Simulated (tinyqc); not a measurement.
Comparisons within one model: localisation in a chain with random site energies (transfer matrices). A value that a table varies takes the place of the one given here.

Hopping -t; leads with site energy 0, E = -2t cos(ka). psi_(j+1) = ((e_j - E)/t) psi_j - psi_(j-1), a product of matrices M_j = [[(e_j - E)/t, -1], [1, 0]]. For M = M_N ... M_1 the transmission is T = 4 sin^2(ka)/|M21 - M12 + M22 exp(ika) - M11 exp(-ika)|^2. Long samples draw e_j = W (x_j/2147483647 - 1/2) from x_j = 16807 x_(j-1) mod 2147483647, starting at x0. The localisation length xi, in sites, is defined by ln T = -2N/xi on average; weak disorder gives xi = 24 (4t^2 - E^2)/W^2, and the mean free path for backscattering is xi/2.

Numerical xi = N/ln sqrt(psi_(N+1)^2 + psi_N^2) for N = 20000 sites from psi_1 = 1, psi_0 = 0; its statistical error is about xi sqrt(xi/N).

Parameters, chosen for this exercise:
```
symbol  value  unit  meaning
t       1.23   eV    hopping
E       -1.28  eV    energy
x0      6731         start of the number sequence
W       3.68   eV    full width of the disorder
```

## Localisation length against disorder

The same number sequence scaled by W.

xi (sites):
```
W/t   W (eV)  numerical  error  weak disorder  strong: 1/(ln(W/2t) - 1)
1.0    1.230     68.440  4.004         70.009                         -
1.5    1.845     31.287  1.237         31.115                         -
2.0    2.460     16.746  0.485         17.502                         -
3.0    3.690      7.475  0.144          7.779                         -
4.0    4.920      4.758  0.073          4.376                         -
6.0    7.380      2.589  0.029          1.945                         -
10.0  12.300      1.378  0.011          0.700                     1.641
16.0  19.680      0.883  0.006          0.273                     0.926
```

How do the results move?

At W = t the numerical value is 68.4 +/- 4.0 against 70.0, and at 2t 16.75 +/- 0.48 against 17.50. The weak-disorder formula is within 15 % for W/t = 1, 1.5, 2, 3 and 4; at W = 16t it gives 0.27 and the strong-disorder form 0.93, against 0.88. All states of the chain are localised; disorder only sets the length.

## From ballistic to localised

200 samples of each length, cut one after another from the start of the sequence. Typical T = exp(mean ln T). Ohmic: 1/(1 + 2N/xi); localised: exp(-2N/xi), both with the weak-disorder xi.

Transmission:
```
N     mean T  typical T  spread of ln T   ohmic  localised
2      0.676      0.632           0.386   0.662      0.600
5      0.396      0.286           0.941   0.439      0.278
10     0.178     0.0804           1.489   0.281     0.0775
20    0.0621    0.00547           2.627   0.164    0.00601
40   0.00433   3.01e-05           4.047  0.0891   3.61e-05
80  7.48e-06   7.15e-10           5.757  0.0466   1.30e-09
```

What does this show?

With xi = 7.8 sites, mean and typical T are 0.396 and 0.286 at N = 5, and 7.48e-06 and 7.15e-10 at N = 80, where ln T scatters by 5.8. The slope of ln(typical T) between 40 and 80 sites gives xi = 7.5, uncertain by about 5 % from the scatter of 200 samples. At N = 80 the ohmic law gives 6.52e+07 times the typical value: a single channel has no ohmic range beyond a mean free path, and the mean is carried by rare resonant samples.

## What each parameter does

Numerical and weak-disorder xi. Each row changes one parameter from the base and keeps the others.

Results:
```
case          numerical xi (sites)  weak-disorder xi (sites)
base                          7.49                      7.82
t = 1.414 eV                 10.74                     11.27
E = -0.9 eV                   9.25                      9.29
W = 4.416 eV                  5.63                      5.43
x0 = 6732                     7.50                      7.82
```

What does this show?

The largest shifts from the base row, up to three for each result and ties (the steps differ in size, so this ranks the rows, not the parameters). numerical xi (sites): t +3.25, W -1.86, E +1.76. weak-disorder xi (sites): t +3.45, W -2.39, E +1.47; unchanged at the printed digits by x0. A new x0 is another sample of the same disorder; its shift is one draw of the statistical scatter, about xi sqrt(xi/N); the other rows share one sample, so their errors are correlated.

(tinyqc, `OMP_NUM_THREADS=1 python tinyqc.py 1480246 1480247 out.jsonl`, Intel(R) Xeon(R) Processor @ 2.30GHz, 1 thread, shared host, about 0.09 s.)
